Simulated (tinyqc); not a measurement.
Inside a calculation. Model: Monte Carlo simulation of one carrier in a uniform electric field. Computed by tinyqc, a small Python program that keeps every step. Command: `OMP_NUM_THREADS=1 python tinyqc.py 3001573 3001574 out.jsonl mcfl walk`. One thread of a shared host (Intel(R) Xeon(R) Processor @ 2.30GHz), about 2 s of CPU time with the checks. Intermediate numbers are printed to about 7 digits and carried at full precision; extremes and crossings named in words are read from the listed rows.

The force e F acts along +z. Flights end at the constant total rate Gamma; the part of Gamma that the real rates do not fill is self-scattering, which leaves k unchanged. One valley, no impurities; equivalent final valleys enter only through Z_f in the optical rate.

Inputs (values chosen for the exercise, modelled on holes in germanium): effective mass m = 0.308 m_0; non-parabolicity alpha = 0.32 1/eV; density rho = 5323 kg/m^3; sound velocity v_l = 5230 m/s; acoustic deformation potential D_A = 5.3 eV; phonon energy hbar w = 38.7 meV; optical or intervalley deformation potential D_o = 7.8 1e8 eV/cm; final valleys Z_f = 1; lattice temperature T = 350 K; electric field F = 6 kV/cm; energy E_max up to which Gamma must cover the rates = 1 eV; seed of the random numbers = 71106.

Crystal: non-polar. Band: Kane.

starting wave vector (1/nm): [-0.28, -0.16, -0.17]

Constants: k_B = 1.380649e-23 J/K; e = 1.602176634e-19 C; hbar = 1.054571817e-34 J s; m_0 = 9.1093837015e-31 kg; hbar = 6.582119569e-16 eV s; k_B = 8.617333262e-05 eV/K.

## Total rate Gamma

Kane band: hbar^2 k^2/(2 m) = E (1 + alpha E), speed v = hbar k/(m (1 + 2 alpha E)), states per spin, volume and energy g(E) = m k (1 + 2 alpha E)/(2 pi^2 hbar^2); overlap factors are set to 1. Masses are multiplied by m_0 and all formulas are in SI units. Phonon occupation N_q = 1/(exp(hbar w/(k_B T)) - 1). Acoustic deformation potential (elastic, equipartition, absorption and emission together): 1/tau = 2 pi k_B T D_A^2 g(E)/(hbar rho v_l^2). Optical or intervalley deformation potential: 1/tau = (pi Z_f D_o^2/(rho w)) [N_q g(E + hbar w) + (N_q + 1) g(E - hbar w)], with g = 0 below the band edge. Gamma is 1.05 times the largest total rate on the grid E = (j + 1/2) E_max/400, j = 0..399.

largest total rate = 28.27708 1e12/s

energy of the largest rate = 998.75 meV

Gamma = 29.69093 1e12/s

## Flight 1

Random numbers (0.02 to 0.98, from up to 60 sets tried for early real events), one row a flight, columns r1, r2, r3, r4:
```
[[0.8594, 0.2707, 0.8091, 0.0633],
 [0.4368, 0.0374, 0.3920, 0.5805],
 [0.4907, 0.1573, 0.0621, 0.9766],
 [0.3275, 0.4023, 0.2820, 0.5071],
 [0.5833, 0.0443, 0.2750, 0.3815],
 [0.7037, 0.9326, 0.2522, 0.7183],
 [0.8225, 0.4012, 0.3465, 0.6962]]
```

Flight: t = -ln(r1)/Gamma; k_z grows by e F t/hbar; E follows from the band; dz = (E_end - E_start)/(e F). Use row 1 of the random numbers.

flight time t = 5.103269 fs

k at the end of the flight (1/nm): [-0.2800000, -0.1600000, -0.1653481]

energy at the end = 16.16325 meV

displacement dz = -0.3183134 nm

## Scattering event 1

Choice: with cumulative rates in the order acoustic, absorption, emission, the process is the first whose sum exceeds r2 Gamma; if none, self-scattering. Final state: E' = E, E + hbar w or E - hbar w gives k'. Isotropic processes: cos(theta) = 1 - 2 r3 from the z axis, phi = 2 pi r4, k' (sin theta cos phi, sin theta sin phi, cos theta).

cumulative rates (1e12/s): acoustic 0.667257, absorption 1.201508, emission 1.201508

r2 Gamma = 8.037335 1e12/s

Process chosen: self-scattering

k after event 1, the start of the next flight (1/nm): [-0.2800000, -0.1600000, -0.1653481]

## Flight 2

Use row 2 of the random numbers.

flight time t = 27.89673 fs

k at the end of the flight (1/nm): [-0.2800000, -0.1600000, -0.1399185]

energy at the end = 15.21253 meV

displacement dz = -1.584529 nm

## Scattering event 2

The formulas are those given above.

cumulative rates (1e12/s): acoustic 0.646848, absorption 1.176059, emission 1.176059

r2 Gamma = 1.110441 1e12/s

Process chosen: absorption

k after event 2, the start of the next flight (1/nm): [-0.5687234, -0.3149891, 0.1438225]

## All printed flights

Drift estimate: sum dz / sum t.

Flights:
```
flight    t (fs)  E at the end (meV)    dz (nm)          process  k_x (1/nm)  k_y (1/nm)  k_z (1/nm)
1        5.10327            16.16325  -0.318313  self-scattering  -0.2800000  -0.1600000  -0.1653481
2       27.89673            15.21253  -1.584529       absorption  -0.5687234  -0.3149891   0.1438225
3       23.97777            54.72124   1.347839  self-scattering  -0.5687234  -0.3149891   0.1656797
4       37.59623            56.21814   2.494842  self-scattering  -0.5687234  -0.3149891   0.1999509
5       18.15550            57.04089   1.371253       absorption  -0.5865396   0.5404855   0.4019093
6       11.83537            96.76495   1.706769  self-scattering  -0.5865396   0.5404855   0.4126979
7        6.58136            97.34586   0.968184  self-scattering  -0.5865396   0.5404855   0.4186972
```

drift estimate from these flights = 45644.05 m/s

5 of the 7 flights end in self-scattering. So few flights say little about the drift velocity: the estimate is noise at this length.

## Low-field mobility from the linear Boltzmann equation

On the grid E_j = (j + 1/2) hbar w/12 up to 20 k_B T + 2 hbar w, solve (sum of rates) l(E) = v(E); mu_0 = e sum g v l exp(-E/k_B T)/(3 k_B T sum g exp(-E/k_B T)).

low-field mobility mu_0 = 2040.784 cm^2/(V s)

## Long runs: velocity against field

Each row: 250 carriers from a thermal start, 1600 flights each, the first half discarded, random numbers not printed; the error is the standard error over ten groups; the mean energy is taken at the ends of flights, which sample time evenly. Fields at which more than 0.02 % of the events exceed Gamma are left out.

Monte Carlo results:
```
F (kV/cm)  drift velocity (1e5 m/s)  error (1e5 m/s)  mu_0 F (1e5 m/s)  mean energy (meV)  real events (%)
1.5                           0.263           0.0110          0.306118               52.0             8.87
3.0                           0.420           0.0150          0.612235               65.5            10.60
6.0                           0.564           0.0100          1.224471               99.8            14.60
12.0                          0.657           0.0076          2.448941              195.0            23.90
```

At the lowest field the drift velocity is 0.86 +/- 0.04 of the ohmic value mu_0 F, at the highest 0.27 +/- 0.00. The mean energy goes from 52 to 195 meV against the parabolic-band thermal value 3 k_B T/2 = 45 meV: the carriers heat, more of them reach the emission threshold, where they lose momentum, and the curve bends below the ohmic line. Only 9 to 24 % of the events are real; the rest is the price of a constant Gamma.

Checks made by the program: energy gained in the printed flights against e F dz (relative difference 3e-10).
